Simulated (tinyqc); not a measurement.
# Gap voltage and exponent from three temperatures

Problem. At constant current VBE(T) = Vg0 - a T - eta (kB T/q) ln T, where a is a constant. Find Vg0, eta and dVBE/dT at the middle temperature.

Constants: q = 1.602176634e-19 C, kB = 1.380649e-23 J/K. Results are converted to the units shown.

T (K): [233, 300, 330]
VBE at a constant current (V): [0.8055965638, 0.6727135824, 0.6118118058]

Answer. The relation is linear in Vg0, a and eta, so three points give a linear system; the slope is (VBE - Vg0 - eta kB T/q)/T. eta rests on the curvature of VBE(T) alone, so real fits need accuracy of some tens of microvolts or better.

Vg0 = 1.195 V
eta = 3.200
dVBE/dT = -2.017 mV/K

Program tinyqc, `OMP_NUM_THREADS=1 python tinyqc.py 2062188 2062189 out.jsonl`; Intel Xeon 2.30GHz, shared host, one thread, about 0.03 s.
